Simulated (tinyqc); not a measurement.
RKS/B3LYP (VWN-RPA form) in the sto-3g basis, for H4, spin multiplicity 1, step by step. Computed by tinyqc, a small Python program that keeps every step (integrals from PySCF). Settings: charge = 0, multiplicity = 1, basis = sto-3g, energy threshold = 1e-10, iteration cap = 73, orthogonalisation = symmetric, start = atomic densities, DIIS depth = 3, DIIS from iteration = 3, damping = 0.3, method = RKS, functional = b3lyp, grid = [40, 14]. Command: `OMP_NUM_THREADS=1 python tinyqc.py 21947 21948 out.jsonl` (the two numbers bound the seeds that draw the settings). One thread of a shared host (Intel(R) Xeon(R) Processor @ 2.60GHz), about 0.9 s of CPU time with the checks. Later iterations appear only in the table of the cycle.

## One-electron integrals

Geometry (angstrom):
```
atom         x         y         z
H     0.000000  0.000000  0.000000
H     0.000000  0.000000  1.255000
H     0.000000  0.000000  2.468000
H     0.000000  0.000000  3.724000
```

Basis sto-3g: exponents (1/bohr^2) and contraction coefficients of normalised primitives:
```
element  l (shell)  exponent  coefficient
H            s (1)  3.425251     0.154329
H            s (1)  0.623914     0.535328
H            s (1)  0.168855     0.444635
```

Overlap, kinetic and nuclear-attraction integrals over the contracted functions; the nuclear repulsion is the sum of Za Zb / Rab.

nuclear repulsion = 1.85007260 hartree

overlap S, lower triangle:
```
          1H 1s     2H 1s     3H 1s     4H 1s
1H 1s  1.000000
2H 1s  0.360078  1.000000
3H 1s  0.052569  0.380535  1.000000
4H 1s  0.003523  0.052472  0.359601  1.000000
```

kinetic energy T (hartree), lower triangle:
```
           1H 1s      2H 1s     3H 1s     4H 1s
1H 1s   0.760032
2H 1s   0.041631   0.760032
3H 1s  -0.010845   0.050022  0.760032
4H 1s  -0.002056  -0.010839  0.041444  0.760032
```

nuclear attraction V (hartree), lower triangle:
```
           1H 1s      2H 1s      3H 1s      4H 1s
1H 1s  -2.000061
2H 1s  -0.681936  -2.288355
3H 1s  -0.095775  -0.773711  -2.288128
4H 1s  -0.006150  -0.095578  -0.680802  -1.999661
```

core Hamiltonian H = T + V (hartree), lower triangle:
```
           1H 1s      2H 1s      3H 1s      4H 1s
1H 1s  -1.240029
2H 1s  -0.640304  -1.528323
3H 1s  -0.106619  -0.723689  -1.528097
4H 1s  -0.008206  -0.106417  -0.639358  -1.239629
```

## Two-electron integrals

Functions are numbered as in S; the eight-fold symmetry (ij|kl) = (ji|kl) = (kl|ij) leaves the list below.

Two-electron integrals (ij|kl) in chemists' order, unique and non-zero (hartree):
```
(11|11) 0.774606   (21|11) 0.207478   (21|21) 0.077922   (22|11) 0.403084
(22|21) 0.207478   (22|22) 0.774606   (31|11) 0.021790   (31|21) 0.009333
(31|22) 0.029598   (31|31) 0.001337   (32|11) 0.109329   (32|21) 0.055984
(32|22) 0.222073   (32|31) 0.009845   (32|32) 0.087927   (33|11) 0.214299
(33|21) 0.104718   (33|22) 0.414311   (33|31) 0.021790   (33|32) 0.222073
(33|33) 0.774606   (41|11) 0.001029   (41|21) 0.000489   (41|22) 0.001753
(41|31) 0.000081   (41|32) 0.000682   (41|33) 0.001753   (41|41) 0.000006
(42|11) 0.011551   (42|21) 0.005642   (42|22) 0.021743   (42|31) 0.001053
(42|32) 0.009825   (42|33) 0.029541   (42|41) 0.000081   (42|42) 0.001332
(43|11) 0.061960   (43|21) 0.028440   (43|22) 0.104555   (43|31) 0.005645
(43|32) 0.055895   (43|33) 0.207141   (43|41) 0.000488   (43|42) 0.009302
(43|43) 0.077696   (44|11) 0.142099   (44|21) 0.062031   (44|22) 0.214212
(44|31) 0.011570   (44|32) 0.109272   (44|33) 0.402822   (44|41) 0.001029
(44|42) 0.021743   (44|43) 0.207141   (44|44) 0.774606
```

## Orthogonalisation

S = U s U^T; symmetric (Loewdin) form X = U s^(-1/2) U^T, so that X^T S X = 1.

eigenvalues of S: 0.447444  0.738625  1.168497  1.645433

X, lower triangle:
```
           1H 1s      2H 1s      3H 1s     4H 1s
1H 1s   1.056300
2H 1s  -0.208909   1.125466
3H 1s   0.034154  -0.233632   1.125292
4H 1s  -0.004829   0.034119  -0.208584  1.056136
```

## Starting guess

The start is atomic minimal-basis densities projected into this basis (PySCF's MINAO start) and scaled to the electron count of each spin; this density is not idempotent, so its energy is not variational and may lie below the converged one.

D at the start, lower triangle:
```
          1H 1s     2H 1s     3H 1s     4H 1s
1H 1s  0.968338
2H 1s  0.091145  0.928655
3H 1s  0.016014  0.093716  0.928724
4H 1s  0.005692  0.015995  0.091120  0.968384
```

## Iteration 1: exchange-correlation on the grid

Becke grid with 40 radial and 14 angular points per atom, points of zero weight dropped. rho = sum D_ij phi_i phi_j; V_xc,ij = sum w v_xc phi_i phi_j plus the gradient terms; v_xc is d(rho eps)/d rho at fixed gradient. Exact exchange is left to K.

The 12 grid points with the largest w rho, of 2186 (bohr, atomic units):
```
x                  y         z         w       rho  |grad rho|^2     eps_xc       v_xc
0.669044   -0.669044  3.040650  0.190164  0.040701      0.006250  -0.260758  -0.301330
0.669044    0.669044  3.040650  0.190164  0.040701      0.006250  -0.260758  -0.301330
-0.669044   0.669044  3.040650  0.190164  0.040701      0.006250  -0.260758  -0.301330
-0.669044  -0.669044  3.040650  0.190164  0.040701      0.006250  -0.260758  -0.301330
-0.669044   0.669044  3.994800  0.190160  0.040701      0.006251  -0.260758  -0.301330
0.669044   -0.669044  3.994800  0.190160  0.040701      0.006251  -0.260758  -0.301330
-0.669044  -0.669044  3.994800  0.190160  0.040701      0.006251  -0.260758  -0.301330
0.669044    0.669044  3.994800  0.190160  0.040701      0.006251  -0.260758  -0.301330
-0.669044   0.669044  1.702562  0.193123  0.039709      0.006140  -0.259490  -0.299068
-0.669044  -0.669044  1.702562  0.193123  0.039709      0.006140  -0.259490  -0.299068
0.669044   -0.669044  1.702562  0.193123  0.039709      0.006140  -0.259490  -0.299068
0.669044    0.669044  1.702562  0.193123  0.039709      0.006140  -0.259490  -0.299068
```

electrons on the grid, sum of w rho = 4.000135

E_xc = sum of w rho eps_xc = -1.12853907 hartree

V_xc (hartree), lower triangle:
```
           1H 1s      2H 1s      3H 1s      4H 1s
1H 1s  -0.357164
2H 1s  -0.113105  -0.366711
3H 1s  -0.015130  -0.121859  -0.366686
4H 1s  -0.000937  -0.015098  -0.112913  -0.357137
```

## Iteration 1: building the Kohn-Sham matrix

J_ij = sum D_kl (ij|kl), K_ij = sum D_kl (ik|jl); F = H + J - 0.1 K + V_xc; E = tr D H + tr D J / 2 - 0.05 tr D K + E_xc + E_nn.

Coulomb J (hartree), lower triangle:
```
          1H 1s     2H 1s     3H 1s     4H 1s
1H 1s  1.531721
2H 1s  0.581275  1.802046
3H 1s  0.084680  0.661668  1.801872
4H 1s  0.005561  0.084511  0.580366  1.531372
```

exchange K (hartree), lower triangle:
```
          1H 1s     2H 1s     3H 1s     4H 1s
1H 1s  0.864000
2H 1s  0.456914  0.961533
3H 1s  0.120297  0.497004  0.961301
4H 1s  0.020231  0.120097  0.456205  0.863747
```

Kohn-Sham matrix F (hartree), lower triangle:
```
           1H 1s      2H 1s      3H 1s      4H 1s
1H 1s  -0.151872
2H 1s  -0.217826  -0.189141
3H 1s  -0.049099  -0.233580  -0.189041
4H 1s  -0.005606  -0.049014  -0.217526  -0.151769
```

total energy of this density = -1.75308207 hartree

This density is the starting one; it is not idempotent, so its energy is not variational and may lie below the converged one.

## Iteration 1: diagonalisation and new density

Diagonalise F' = X^T F X, C = X C', fill 2 alpha and 2 beta electrons from the bottom; D = 2 C_occ C_occ^T; the new density keeps 0.3 of the old one (damping). Each column has its largest component positive (the first on a tie).

F' = X^T F X (hartree), lower triangle:
```
           1          2          3          4
1  -0.081977
2  -0.196949  -0.036446
3   0.033314  -0.221352  -0.036546
4  -0.006948   0.033282  -0.196646  -0.082074
```

orbital energies (hartree): MO1 -0.357427, MO2 -0.209374, MO3 0.010605, MO4 0.319153

coefficients C:
```
            MO1        MO2        MO3        MO4
1H 1s  0.281593  -0.561166   0.698960  -0.527121
2H 1s  0.474521  -0.335717  -0.432965   0.916912
3H 1s  0.474112   0.336432  -0.433924  -0.916123
4H 1s  0.280934   0.561648   0.699389   0.525930
```

D after iteration 1, lower triangle:
```
           1H 1s      2H 1s     3H 1s     4H 1s
1H 1s   0.842384
2H 1s   0.478164   0.751623
3H 1s  -0.072599   0.184957  0.751773
4H 1s  -0.328788  -0.072545  0.478347  0.842636
```

## Iteration 2: exchange-correlation on the grid

As before.

The 12 grid points with the largest w rho, of 2186 (bohr, atomic units):
```
x                  y         z         w       rho  |grad rho|^2     eps_xc       v_xc
0.768053    0.768053  0.768053  0.259481  0.033165      0.003859  -0.245430  -0.282959
-0.768053   0.768053  0.768053  0.259481  0.033165      0.003859  -0.245430  -0.282959
0.768053   -0.768053  0.768053  0.259481  0.033165      0.003859  -0.245430  -0.282959
-0.768053  -0.768053  0.768053  0.259481  0.033165      0.003859  -0.245430  -0.282959
-0.768053   0.768053  6.269287  0.259613  0.033140      0.003854  -0.245382  -0.282892
-0.768053  -0.768053  6.269287  0.259613  0.033140      0.003854  -0.245382  -0.282892
0.768053   -0.768053  6.269287  0.259613  0.033140      0.003854  -0.245382  -0.282892
0.768053    0.768053  6.269287  0.259613  0.033140      0.003854  -0.245382  -0.282892
0.669044   -0.669044  0.669044  0.190875  0.044723      0.006826  -0.266087  -0.310320
-0.669044   0.669044  0.669044  0.190875  0.044723      0.006826  -0.266087  -0.310320
-0.669044  -0.669044  0.669044  0.190875  0.044723      0.006826  -0.266087  -0.310320
0.669044    0.669044  0.669044  0.190875  0.044723      0.006826  -0.266087  -0.310320
```

electrons on the grid, sum of w rho = 4.004310

E_xc = sum of w rho eps_xc = -1.10201508 hartree

V_xc (hartree), lower triangle:
```
           1H 1s      2H 1s      3H 1s      4H 1s
1H 1s  -0.356069
2H 1s  -0.114808  -0.363202
3H 1s  -0.015189  -0.120273  -0.363172
4H 1s  -0.000937  -0.015158  -0.114616  -0.356050
```

## Iteration 2: building the Kohn-Sham matrix

As before.

Coulomb J (hartree), lower triangle:
```
          1H 1s     2H 1s     3H 1s     4H 1s
1H 1s  1.528945
2H 1s  0.581658  1.785722
3H 1s  0.084299  0.654273  1.785548
4H 1s  0.005529  0.084132  0.580763  1.528653
```

exchange K (hartree), lower triangle:
```
           1H 1s     2H 1s     3H 1s     4H 1s
1H 1s   0.910129
2H 1s   0.571741  0.990047
3H 1s   0.120528  0.497935  0.989760
4H 1s  -0.028534  0.120334  0.571103  0.909913
```

Kohn-Sham matrix F (hartree), lower triangle:
```
           1H 1s      2H 1s      3H 1s      4H 1s
1H 1s  -0.158166
2H 1s  -0.230629  -0.204807
3H 1s  -0.049562  -0.239482  -0.204696
4H 1s  -0.000760  -0.049476  -0.230322  -0.158017
```

total energy of this density = -2.01492735 hartree

This density is a damped mixture and is not idempotent, and it still holds part of the atomic start, so its energy may lie below the converged one.

## Iteration 2: diagonalisation and new density

As before.

F' = X^T F X (hartree), lower triangle:
```
           1          2          3          4
1  -0.084047
2  -0.207771  -0.048247
3   0.034920  -0.222616  -0.048339
4  -0.002264   0.034887  -0.207474  -0.084101
```

orbital energies (hartree): MO1 -0.374451, MO2 -0.228007, MO3 0.017204, MO4 0.320519

coefficients C:
```
            MO1        MO2        MO3        MO4
1H 1s  0.276722  -0.553693   0.700880  -0.534994
2H 1s  0.477570  -0.348600  -0.429695   0.912047
3H 1s  0.477111   0.349446  -0.430528  -0.911283
4H 1s  0.275998   0.554092   0.701374   0.533854
```

D after iteration 2, lower triangle:
```
           1H 1s      2H 1s     3H 1s     4H 1s
1H 1s   0.789126
2H 1s   0.598689   0.714921
3H 1s  -0.107822   0.203939  0.715179
4H 1s  -0.421228  -0.107651  0.598934  0.789261
```

## Iteration 21 (converged): orbitals

converged F (hartree), lower triangle:
```
           1H 1s      2H 1s      3H 1s      4H 1s
1H 1s  -0.162459
2H 1s  -0.235577  -0.205583
3H 1s  -0.049419  -0.239235  -0.205477
4H 1s   0.001223  -0.049336  -0.235279  -0.162340
```

Diagonalise F' = X^T F X, C = X C', fill 2 alpha and 2 beta electrons from the bottom; D = 2 C_occ C_occ^T. Each column has its largest component positive (the first on a tie).

F' = X^T F X (hartree), lower triangle:
```
           1          2          3          4
1  -0.086699
2  -0.212688  -0.047192
3   0.035691  -0.222663  -0.047291
4  -0.000415   0.035656  -0.212393  -0.086785
```

orbital energies (hartree): MO1 -0.377606, MO2 -0.236056, MO3 0.020545, MO4 0.325151

coefficients C:
```
            MO1        MO2        MO3        MO4
1H 1s  0.281547  -0.553507   0.698960  -0.535182
2H 1s  0.474568  -0.348922  -0.432957   0.911949
3H 1s  0.474130   0.349685  -0.433862  -0.911167
4H 1s  0.280877   0.553949   0.699430   0.534008
```

D after iteration 21, lower triangle:
```
           1H 1s      2H 1s     3H 1s     4H 1s
1H 1s   0.771276
2H 1s   0.653488   0.693922
3H 1s  -0.120126   0.205988  0.694157
4H 1s  -0.455069  -0.119980  0.653759  0.771503
```

## Convergence

Stop when the energy changes by less than 1e-10 hartree and every element of the error matrix X^T (F D S - S D F) X is below 3e-06.

Course of the cycle:
```
iteration  E (hartree)     change  largest element of the error matrix
1          -1.75308207          -                             1.64e-02
2          -2.01492735  -2.62e-01                             1.40e-02
3          -2.09694764  -8.20e-02                             2.69e-03
4          -2.12188331  -2.49e-02                             2.12e-03
5          -2.12939634  -7.51e-03                             1.04e-03
6          -2.13165347  -2.26e-03                             1.73e-04
7          -2.13232954  -6.76e-04                             1.12e-03
8          -2.13253408  -2.05e-04                             3.25e-04
9          -2.13259535  -6.13e-05                             1.34e-04
10         -2.13261372  -1.84e-05                             4.01e-05
11         -2.13261923  -5.51e-06                             1.20e-05
12         -2.13262089  -1.65e-06                             3.61e-06
13         -2.13262138  -4.96e-07                             1.08e-06
14         -2.13262153  -1.49e-07                             3.25e-07
15         -2.13262158  -4.46e-08                             9.75e-08
16         -2.13262159  -1.34e-08                             2.93e-08
17         -2.13262160  -4.02e-09                             8.78e-09
18         -2.13262160  -1.21e-09                             2.63e-09
19         -2.13262160  -3.62e-10                             7.90e-10
20         -2.13262160  -1.08e-10                             2.37e-10
21         -2.13262160  -3.25e-11                             7.11e-11
```

PySCF RKS in the same basis, fine grid = -2.13512741 hartree

Converged in 21 iterations. The coarse grid moves the energy by +2.51e-03 hartree.

## Populations, bond orders and dipole

Mulliken: Z minus the diagonal of D S on the atom; Loewdin: the same with S^(1/2) D S^(1/2); Mayer order: 2 sum_s sum (D(s) S)_ij (D(s) S)_ji over the two atoms.

Charges (e):
```
atom   Mulliken    Loewdin
1H     0.001335  -0.003694
2H    -0.001319   0.003717
3H    -0.001320   0.003696
4H     0.001303  -0.003720
```

Mayer bond orders:
```
pair      order
2-1    0.787311
3-1   -0.000039
3-2    0.212727
4-1    0.212727
4-2   -0.000039
4-3    0.787311
```

dipole moment about the origin, x y z (debye): 0.000000  0.000000  -0.000282
